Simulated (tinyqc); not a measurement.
Inside a calculation. Model: ballistic Schottky-barrier transistor with a two-dimensional channel, WKB contacts.

Computed by the program tinyqc: `OMP_NUM_THREADS=1 python tinyqc.py 2390059 2390060 out.jsonl`, one thread of a shared Intel Xeon 2.30GHz, about 0.2 s for the whole run. Printed values are rounded.

Source Fermi level 0, drain Fermi level -Vd. Far from the contacts Ec = pn - psi, and the gate moves psi one to one; the band edges relax as exp(-x/lam) from pn at the source and pn - Vd at the drain; Ev = Ec - Eg. A carrier of energy w inside the channel band meets at a contact a barrier of height D (the contact edge beyond the channel edge): T = 1 for w >= D, else exp(-S), S = 4 lam sqrt(m/C) [sqrt(D - w) - sqrt(w) arctan sqrt((D - w)/w)], C = hbar^2/(2 m0). The two contacts combine as Ts Td/(Ts + Td - Ts Td).

Inputs (values chosen for the exercise); channel values close to those of a black phosphorus layer: temperature T = 300 K; band gap Eg = 0.507 eV; barrier for electrons at both contacts pn = 0.3 eV; electron mass mn = 0.16 m0; hole mass mp = 0.15 m0; valleys or subbands g = 1; screening length at the contacts lam = 2.9 nm; drain bias Vd = 0.05 V; band shift psi of the channel by the gate ps = 0.47 V; energy of one carrier inside the channel band w0 = 0.18 eV; upper end of the grid wm = 0.65 eV; points of the grid nE = 17.

Constants: q = 1.602176634e-19 C, kB = 1.380649e-23 J/K, hbar = 1.054571817e-34 J s, h = 6.62607015e-34 J s, m0 = 9.1093837015e-31 kg, Vt = kB T/q, hbar^2/(2 m0) = 0.0380998212 eV nm^2. Results are converted to the units shown.

Range of the model: No scattering, image-force lowering, channel charge or band-to-band tunnelling; parabolic kappa overstates S deep in the gap.

## Band edges and barriers

Electrons: Ds = psi, Dd = psi - Vd, Es = Ec, Ed = Ec + Vd. Holes: Ds = -psi, Dd = Vd - psi, Es = -Ev, Ed = -Ev - Vd. The size of each current is taken; both flow from drain to source and add.

Ec = -0.17 eV
Ev = -0.677 eV
D for electrons (eV): source 0.470000, drain 0.420000
D for holes (eV): source -0.470000, drain -0.420000

A negative D is no barrier. Here the electrons carry the larger current.

## Transmission of one of the electrons

S and T at both contacts for w = w0, and the tunnelling distance lam ln(D/w) at the higher barrier.

S at the source = 3.68904
S at the drain = 3.00170
combined T = 0.0169130
tunnelling distance = 2.78335 nm

## Current of the electrons on a coarse grid

I/W = g (2 q^2/h) int T(w) [N(Es + w) - N(Ed + w)] dw with w the energy of motion along the channel, N(y) = (1/2 pi) sqrt(pi m kB T/C) Fm(-y/kB T), Fm(x) = (1/sqrt(pi)) int_0^infinity u^(-1/2)/(1 + exp(u - x)) du. Electrons: Ds = psi, Dd = psi - Vd, Es = Ec, Ed = Ec + Vd. Holes: Ds = -psi, Dd = Vd - psi, Es = -Ev, Ed = -Ev - Vd. The size of each current is taken; both flow from drain to source and add. Simpson's rule on nE equally spaced w from 0 to wm.

```
point,w (eV),Ts,Td,T,size of the supply difference (1/um)
0,0.000000,8.36256e-8,2.03889e-7,5.93025e-8,45.3264
1,0.040625,7.63414e-5,1.78523e-4,5.34772e-5,55.3548
2,0.081250,8.38911e-4,0.00187755,5.80171e-4,70.1756
3,0.121875,0.00440995,0.00942214,0.00301302,76.9853
4,0.162500,0.0157156,0.0319572,0.0106471,51.0656
5,0.203125,0.0434125,0.0837057,0.0294278,18.0404
6,0.243750,0.0994585,0.180981,0.0685876,4.38221
7,0.284375,0.196457,0.335263,0.141385,0.943683
8,0.325000,0.342532,0.543333,0.265963,0.197548
9,0.365625,0.534435,0.776775,0.463283,0.0411050
10,0.406250,0.750252,0.969646,0.733036,0.00854219
11,0.446875,0.941305,1,0.941305,0.00177472
12,0.487500,1,1,1,3.68693e-4
13,0.528125,1,1,1,7.65943e-5
14,0.568750,1,1,1,1.59121e-5
15,0.609375,1,1,1,3.30565e-6
16,0.650000,1,1,1,6.86732e-7
```

current = 5.84251 uA/um

A converged quadrature gives 5.868 uA/um; this grid is 0.43 % below that. 0.0248 % of it passes over both barriers, the rest tunnels. The other carrier adds 4.52e-9 uA/um.
